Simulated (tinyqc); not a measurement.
# Growth of the error with array size

Square N x N arrays wired as follows: each row is driven at its left end through one segment rw, neighbouring nodes are joined by rw, each column ends in one more rw and a virtual ground. All cells have G = 130.0 uS and all rows V = 0.2 V, so the ideal current is N V G. The nodal equations are solved exactly.

Values chosen for this exercise:
- rw = 50 ohm (wire resistance between neighbouring cells)

Result of one run:
```
ideal (uA)  first column (uA)  last column (uA)  error of the last column (%)  100 N^2 rw G
416.0                   254.1             162.9                        -60.85         166.4
```

Which array size N gave this result: 8, 12, 16 or 20?

N = 16.

The whole series:
```
N   ideal (uA)  first column (uA)  last column (uA)  error of the last column (%)  100 N^2 rw G
2        52.00              50.52             50.20                        -3.455         2.600
4        104.0              96.84             93.34                        -10.25         10.40
6        156.0              137.5             126.1                        -19.15         23.40
8        208.0              171.9             148.1                        -28.80         41.60
12       312.0              222.8             165.9                        -46.82         93.60
16       416.0              254.1             162.9                        -60.85         166.4
20       520.0              272.3             151.1                        -70.94         260.0
```

The error of the last column goes from -3.45 % at N = 2 to -70.9 % at N = 20, as N^(1.49) between N = 4 and 8 and N^(0.69) between the last two rows. The scale N^2 rw G (N segments carrying the current of up to N cells) is 1.44 times the error at N = 8. The last column carries 0.555 of the current of the first at N = 20.

Numbers from tinyqc (`OMP_NUM_THREADS=1 python tinyqc.py 2880148 2880149 out.jsonl`; about 0.04 s on one thread of a shared Intel Xeon 2.30GHz).
